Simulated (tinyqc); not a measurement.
# Gap and screening length from two transmissions

Problem. At the source junction of a tunnel FET, T(w) = exp(-S), S = 2 pi lam sqrt(m/(C Eg)) [w + Eg/2 - sqrt(w (w + Eg))], C = hbar^2/(2 m0). Find Eg (between 0.1 and 3 eV) and lam.

Inputs (values chosen for the exercise): band-edge mass of the two-band model m = 0.074 m0.

Constants: q = 1.602176634e-19 C, hbar = 1.054571817e-34 J s, m0 = 9.1093837015e-31 kg, hbar^2/(2 m0) = 0.0380998212 eV nm^2. Results are converted to the units shown.

T(w) at w = 0.11 and 0.3 eV: 0.0027254406  0.014563438

Answer. The ratio of the two exponents depends on Eg alone and falls steadily with it, which fixes Eg; either exponent then gives lam.

ratio of the two S = 1.40
Eg = 1.48 eV
lam = 1.90 nm

Program tinyqc, `OMP_NUM_THREADS=1 python tinyqc.py 2620040 2620041 out.jsonl`; Intel Xeon 2.30GHz, shared host, one thread, about 0.01 s.
